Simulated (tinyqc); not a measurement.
# Changing the island volume V

Model: strain-driven roughening and islands of a mismatched epitaxial film. Computed by tinyqc, a small Python program. Command: `OMP_NUM_THREADS=1 python tinyqc.py 3009404 3009405 out.jsonl island sweep`. One thread of a shared host (Intel(R) Xeon(R) Processor @ 2.30GHz), about 0.01 s of CPU time with the checks.

Film and substrate share isotropic elastic constants; the film is coherent and biaxially strained.

Inputs (values chosen for the exercise, modelled on Ge on Si): misfit |f| = 0.0414; shear modulus G = 51.2 GPa; Poisson ratio nu = 0.25; surface energy gamma = 1.04 J/m^2; contact angle of the shallow shape theta_1 = 13 degrees; contact angle of the steep shape theta_2 = 28.9 degrees; facet energy of shape 1 over gamma = 1.003; facet energy of shape 2 over gamma = 1.01.

Constants: e = 1.602176634e-19 C.

Method:
- M = 2 G (1 + nu)/(1 - nu); stress = M f; energy density w = M f^2.
- Shallow faceted island (Tersoff form): E = 4 Gam V^(2/3) tan^(1/3)(theta) - 6 c V tan(theta), Gam = gamma [x/sin(theta) - 1/tan(theta)], x the facet energy over gamma, c = stress^2 (1 - nu)/(2 pi G).
- The barrier is the maximum of E, at V_c = [4 Gam/(9 c)]^3 / tan^2(theta) (1 GPa nm = 1 J/m^2).
- The two energies cross at V_x^(1/3) = 4 [Gam_2 t2^(1/3) - Gam_1 t1^(1/3)]/(6 c (t2 - t1)), t = tan(theta); mu = dE/dV.

One run for each value:
```
island volume V (nm^3)  E of shape 1 (eV)  E of shape 2 (eV)
0.61                           8.4428e-01               2.80
1.2                            1.0817e+00               3.81
2.3                            1.2179e+00               4.80
4.6                            9.7830e-01               5.33
9                             -2.8511e-01               4.00
18                            -4.1893e+00              -2.59
34                            -1.2937e+01             -19.58
68                            -3.4653e+01             -64.83
130                           -7.8792e+01            -160.63
260                           -1.7905e+02            -384.05
```

Over the rows, E of shape 1 (eV) goes from 0.844 through a maximum among these rows, 1.22 at 2.30, to -179; E of shape 2 (eV) goes from 2.80 through a maximum among these rows, 5.33 at 4.60, to -384. Each curve rises while the surface term V^(2/3) rules, peaks at V_c, passes zero at (3/2)^3 V_c and then falls with the volume term.

Caution (all rows): a critical island of a few cubic nanometres holds a few hundred atoms at most, and edge energies, left out here, matter. Caution (all rows): the shallow-slope form overstates the relaxation of facets steeper than about 25 degrees.

Extremes, crossings and ranges named in words are read from the listed rows.
